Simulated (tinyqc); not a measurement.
A square-lattice strip 2 sites wide in a magnetic flux, recursive Green functions: two steps of the calculation.

The device has N = 4 slices of 2 site(s), nearest-neighbour hopping -t, and site energies U; the leads are semi-infinite continuations with site energy 0 and no flux. The hopping from slice i to i + 1 inside the device carries the phase exp(2 pi i f j) on row j = 1, 2, ...: V = <i+1|H|i> = -t diag(exp(2 pi i f j)).

Values chosen for this exercise:
```
symbol                                               value  unit                                    meaning
t                                                        1    eV                hopping (matrix element -t)
U       [-0.5, 0.09, 0.22, -0.02, 1.06, 0.54, -0.59, 0.28]    eV  site energies, slice by slice (2 a slice)
E                                                    -1.53    eV                                     energy
```

Problem 1. Self-energy of the leads. Transverse modes n = 1..2: chi_n(j) = sqrt(2/3) sin(pi n j/3), energy e_n = -2 t cos(pi n/3). Sigma = t^2 sum_n chi_n chi_n^T g(E - e_n), g(x) = (x - i sqrt(4 t^2 - x^2))/(2 t^2) for |x| < 2 t and (x - sign(x) sqrt(x^2 - 4 t^2))/(2 t^2) otherwise; Gamma = i (Sigma - Sigma^dagger); both leads give the same.

Find: Sigma; Gamma; open modes.

Solution 1.

Sigma (eV):
$$\begin{pmatrix}
-0.3776-0.4821i & 0.1126-0.4821i \\
0.1126-0.4821i & -0.3776-0.4821i
\end{pmatrix}$$

Gamma (eV):
$$\begin{pmatrix}
0.9642 & 0.9642 \\
0.9642 & 0.9642
\end{pmatrix}$$

open modes = 1

Problem 2. Slice 4. Forward pass: g_1 = (E - H_1 - Sigma)^(-1), g_i = (E - H_i - V g_(i-1) V^dagger)^(-1), with Sigma also subtracted on the last slice; G_(i,1) = g_i V G_(i-1,1), starting from g_1. H_i is the block of slice i: its site energies on the diagonal and -t between neighbouring rows.

g_3 (1/eV):
$$\begin{pmatrix}
-0.35835816-0.09496374i & -0.29736546-0.51270282i \\
-0.20097104+0.24307171i & -0.12865084-0.21585297i
\end{pmatrix}$$

G_(3,1) (1/eV):
$$\begin{pmatrix}
0.00951889-0.29342514i & -0.45289113+0.27366401i \\
0.11071641+0.12425509i & -0.73012171-0.37733498i
\end{pmatrix}$$

V (eV):
$$\begin{pmatrix}
0.84432793-0.53582679i & 0.00000000+0.00000000i \\
0.00000000+0.00000000i & -0.42577929+0.90482705i
\end{pmatrix}$$

Sigma (eV):
$$\begin{pmatrix}
-0.37762905-0.48212421i & 0.11262905-0.48212421i \\
0.11262905-0.48212421i & -0.37762905-0.48212421i
\end{pmatrix}$$

Wanted: g_4; G_(4,1).

Solution 2.

g_4 (1/eV):
$$\begin{pmatrix}
0.0707-0.8083i & 0.2228-0.4515i \\
0.6197-0.1509i & -0.2039-0.2669i
\end{pmatrix}$$

G_(4,1) (1/eV):
$$\begin{pmatrix}
-0.2291+0.1853i & 0.2859-0.1819i \\
-0.0855-0.1012i & -0.3410+0.2570i
\end{pmatrix}$$

Program tinyqc, `OMP_NUM_THREADS=1 python tinyqc.py 2660017 2660018 out.jsonl`; Intel Xeon 2.30GHz, shared host, one thread, about 0.01 s.
